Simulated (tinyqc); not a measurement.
Undoped symmetric double-gate MOSFET, analytic potential model: effect of the temperature.

An undoped body of thickness ts between two equal insulators and tied gates; long channel, electrons only, n = ni exp((psi - V)/Vt) with V the quasi-Fermi potential (0 at the source, Vd at the drain), constant mobility, no quantisation. Across the body psi(x) = V - 2 Vt ln[(ts/(2 beta)) sqrt(q ni/(2 eps0 eps_r Vt)) cos(2 beta x/ts)], x from the centre. Q is the electron charge per area of the whole body.

Nc and Nv are given at 300 K and scale as (T/300 K)^1.5; Eg and mu are held fixed. ni = sqrt(Nc Nv) exp(-Eg/(2 Vt)), Eg in volts; r = eps_r tox/(eox ts); V0 = dphi + 2 Vt ln[(2/ts) sqrt(2 eps0 eps_r Vt/(q ni))]. beta (between 0 and pi/2) solves (Vg - V0 - V)/(2 Vt) = ln(beta) - ln(cos beta) + 2 r beta tan(beta). Q = 8 eps0 eps_r Vt beta tan(beta)/ts; I = mu (1/L)(4 eps0 eps_r/ts)(2 Vt)^2 [g(beta_s) - g(beta_d)] per width, g = beta tan(beta) - beta^2/2 + r beta^2 tan^2(beta), with beta_s at V = 0 and beta_d at V = Vd.  I(low) is taken at Vg = 0.27 V, Qs and I(high) at Vg = 1.02 V.

Values chosen for this exercise; material values close to those of silicon:
```
symbol,value,unit,meaning
Eg,1.11,eV,band gap
eps_r,11.7,,relative permittivity of the semiconductor
Nc,2.85e19,cm^-3,conduction-band density of states at the reference temperature
Nv,2.62e19,cm^-3,valence-band density of states at the reference temperature
eox,7.13,,relative permittivity of the gate insulator
tox,3.7,nm,insulator thickness
ts,5,nm,body thickness
dphi,0.01,V,gate work function less that of the intrinsic body
mu,100,cm^2/(V s),channel mobility
L,1,um,gate length
Vd,0.3,V,drain voltage
```

Constants: q = 1.602176634e-19 C, kB = 1.380649e-23 J/K, Vt = kB T/q, eps0 = 8.8541878128e-14 F/cm where lengths are in cm. Results are converted to the units shown.

Result of one run:

| V0 (V) | I(low) (nA/um) | Qs(high) (nC/cm^2) | I(high) (uA/um) |
|---|---|---|---|
| 0.5265 | 0.02334 | 1462 | 30.26 |

Which temperature T gave this result: 280, 310, 340, 370 or 430 K?

T = 280 K.

The whole series:

| T (K) | V0 (V) | I(low) (nA/um) | Qs(high) (nC/cm^2) | I(high) (uA/um) |
|---|---|---|---|---|
| 220 | 0.5370 | 4.551e-4 | 1446 | 29.51 |
| 250 | 0.5318 | 0.004054 | 1453 | 29.86 |
| 280 | 0.5265 | 0.02334 | 1462 | 30.26 |
| 310 | 0.5210 | 0.09825 | 1472 | 30.70 |
| 340 | 0.5154 | 0.3278 | 1484 | 31.17 |
| 370 | 0.5097 | 0.9153 | 1498 | 31.67 |
| 400 | 0.5038 | 2.222 | 1512 | 32.20 |
| 430 | 0.4979 | 4.824 | 1527 | 32.75 |

As T goes from 220 to 430 K, I(low) rises from 4.55e-4 to 4.82 nA/um and I(high) rises from 29.5 to 32.7 uA/um. V0 falls from 0.537 to 0.498 V. In every row the surface density at the source at the higher gate voltage passes 0.3 Nc, where Boltzmann statistics fail. In every row the mobility is held fixed, though a real one changes with T. In every row the body is thin enough for quantum confinement, left out here, to raise the threshold.

tinyqc, about 0.01 s, one thread, Intel Xeon 2.30GHz (shared host): `OMP_NUM_THREADS=1 python tinyqc.py 2440063 2440064 out.jsonl`
